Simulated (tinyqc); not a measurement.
Input admittance of a MOSFET at zero drain bias: distributed channel and distributed gate: one step of the calculation.

Source and drain grounded, strong inversion, w = 2 pi f, Cox = eps0 eox/tox. The channel is an RC line of resistance 1/(mu Cox Vo) per square fed from both ends, so one finger has the intrinsic admittance y = i w Cox L tanh(g)/g per width, g = (1/2) sqrt(i w tau), tau = L^2/(mu Vo). The vertical resistance rv/L is in series with y, the overlaps 2 i w Cov in parallel: y_t = 1/(1/y + rv/L) + 2 i w Cov. The gate strip is a line of Rsh/L per length loaded by y_t, so a finger has Y = y_t Wf tanh(k)/k, k = (Wf/sd) sqrt(y_t Rsh/L); the device has Nf Y.

Problem. Admittance of the channel and stack per width. tau, g, c = Cox L, y and y_t as defined.

Parameters, values chosen for the exercise; values of the order met in silicon radio-frequency transistors: relative permittivity of the gate insulator (close to aluminium oxide) eox = 9.2; insulator thickness tox = 18 nm; channel length L = 1.1 um; channel mobility mu = 110 cm^2/(V s); gate overdrive Vo = 0.21 V; vertical resistivity of the gate stack rv = 1.6 ohm um^2; overlap and fringe capacitance on each side Cov = 0.3 fF/um; frequency f = 1.3 GHz.

Constants: eps0 = 8.8541878128e-14 F/cm where lengths are in cm. Results are converted to the units shown.

Find: tau; g; c; y; y_t.

Solution.

tau = 523.81 ps
g = 0.73131+0.73131i
c = 4.9780 fF/um
y = 12.237+35.438i uS/um
y_t = 12.238+40.338i uS/um

w tau = 4.28, and Im y is 0.872 of w c.

Numbers from tinyqc (`OMP_NUM_THREADS=1 python tinyqc.py 2262117 2262118 out.jsonl`; about 0.01 s on one thread of a shared Intel Xeon 2.30GHz).
